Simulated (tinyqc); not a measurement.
On-chip power grid, static voltage drop by conjugate gradients: two steps of the calculation.

A grid of 3 rows and 3 columns, node k = 3 row + column. Neighbours in a row are joined by Rx, in a column by Ry; pad nodes, which reach the supply through Rp: 0. Each node draws I0, node 4 draws kh I0. The drops u = Vdd - V solve G u = i, with G the conductance matrix (1/Rp added on the diagonal at pad nodes).

Parameters, values chosen for the exercise:
- Vdd = 0.9 V (supply voltage)
- Rx = 0.46 ohm (resistance of a horizontal segment)
- Ry = 1.4 ohm (resistance of a vertical segment)
- Rp = 0.5 ohm (resistance from a pad node to the supply)
- I0 = 5 mA (load current of an ordinary node)
- kh = 5 (factor on the load at the hot node)

Problem 1. Conjugate-gradient step. q = G p; with z = r/G_kk: a = (r.z)/(p.q); u(new) = u + a p; r(new) = r - a q; b = (r.z)(new)/(r.z); p(new) = z(new) + b p.

u after iteration 2 (mV):

|  | col 0 | col 1 | col 2 |
|---|---|---|---|
| row 0 | 12.460771 | 21.541075 | 21.089520 |
| row 1 | 35.436435 | 41.153825 | 36.574475 |
| row 2 | 21.089520 | 24.005969 | 21.089520 |

r after iteration 2 (mA):

|  | col 0 | col 1 | col 2 |
|---|---|---|---|
| row 0 | 16.229439 | -1.712329 | 17.042325 |
| row 1 | -9.229876 | -23.641793 | -7.166255 |
| row 2 | 21.587903 | 4.568256 | 22.400789 |

p after iteration 2 (mV):

|  | col 0 | col 1 | col 2 |
|---|---|---|---|
| row 0 | 7.242546 | 7.309797 | 12.539266 |
| row 1 | 10.282760 | 7.806254 | 11.317635 |
| row 2 | 14.113111 | 9.551245 | 14.394562 |

Give: q; a; u after iteration 3; r after iteration 3; b; p after iteration 3.

Solution 1.

q (mA):

|  | col 0 | col 1 | col 2 |
|---|---|---|---|
| row 0 | 12.17 | -11.58 | 12.24 |
| row 1 | 4.82 | -13.91 | 4.56 |
| row 2 | 12.65 | -19.20 | 12.73 |

a = 1.917

u after iteration 3 (mV):

|  | col 0 | col 1 | col 2 |
|---|---|---|---|
| row 0 | 26.35 | 35.56 | 45.13 |
| row 1 | 55.15 | 56.12 | 58.27 |
| row 2 | 48.15 | 42.32 | 48.69 |

r after iteration 3 (mA):

|  | col 0 | col 1 | col 2 |
|---|---|---|---|
| row 0 | -7.10 | 20.49 | -6.43 |
| row 1 | -18.47 | 3.03 | -15.92 |
| row 2 | -2.67 | 41.38 | -2.00 |

b = 0.9799

p after iteration 3 (mV):

|  | col 0 | col 1 | col 2 |
|---|---|---|---|
| row 0 | 5.64 | 11.21 | 10.06 |
| row 1 | 4.95 | 8.17 | 6.67 |
| row 2 | 12.90 | 17.53 | 13.41 |

Problem 2. Worst drop, pad currents and power lost. Pad current u/Rp; worst drop as a share of Vdd; power lost in the grid and pads sum_k i_k u_k; power delivered sum_k i_k (Vdd - u_k).

converged u (mV):

|  | col 0 | col 1 | col 2 |
|---|---|---|---|
| row 0 | 32.500000 | 49.149250 | 56.228947 |
| row 1 | 65.828370 | 71.273975 | 70.775852 |
| row 2 | 75.583160 | 76.488306 | 76.806731 |

Wanted: worst drop; share of Vdd; pad currents; power lost; power delivered.

Solution 2.

worst drop = 76.81 mV
share of Vdd = 8.534 %
pad currents (mA): node 0 65.00
power lost = 4.299 mW
power delivered = 54.20 mW

The pad currents add up to the total load, 65.00 mA. The worst drop is at node 8, not at the hot node.

Numbers from tinyqc (`OMP_NUM_THREADS=1 python tinyqc.py 2770125 2770126 out.jsonl`; about 0.3 s on one thread of a shared Intel Xeon 2.30GHz).
